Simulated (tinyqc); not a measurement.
Thin-body film or fin with hard walls, valleys of the Si type: one step. Subband edges.

A film of thickness t between hard walls, flat band inside: E_n = c (n pi/t)^2/m_z above the bulk edge, c = hbar^2/2m0. Without degeneracy the sheet density is N2 exp((EF - Ec)/kB T) with N2 = sum_i g m_d/(2 pi c) kB T exp(-E_i/kB T) over n = 1 to 40 of each group; a classical film has t Nc with Nc = 2 g_all (m_dos kB T/(4 pi c))^(3/2), m_dos = (ml mt^2)^(1/3). The threshold shift is dVt = kB T ln(t Nc/N2).

Constants: hbar^2/2m0 = 3.80998211 eV angstrom^2.

Values chosen for the exercise (out of a larger set: near those of Si; not measured data): t = 54 angstrom (body thickness).

Valleys (masses in m0):
```
valleys g  cos^2(theta)       m_z       m_1       m_2       m_d
2              1.000000  0.912000  0.194000  0.194000  0.194000
4              0.000000  0.194000  0.194000  0.912000  0.420628
```

Question. The seven lowest levels of all groups together; primes mark the lighter m_z.

Give: Subbands.

Answer.

Subbands:
```
label  valleys g  E (eV)
1              2  0.0141
2              2  0.0566
1'             4  0.0665
3              2  0.1273
4              2  0.2262
2'             4  0.2659
5              2  0.3535
```

The second subband, 2, lies 42.4 meV above the first, 1.6 kB T at 300 K.

Program tinyqc; command `OMP_NUM_THREADS=1 python tinyqc.py 1281295 1281296 out.jsonl`; about 0.01 s on one thread of a shared Intel(R) Xeon(R) Processor @ 2.30GHz.
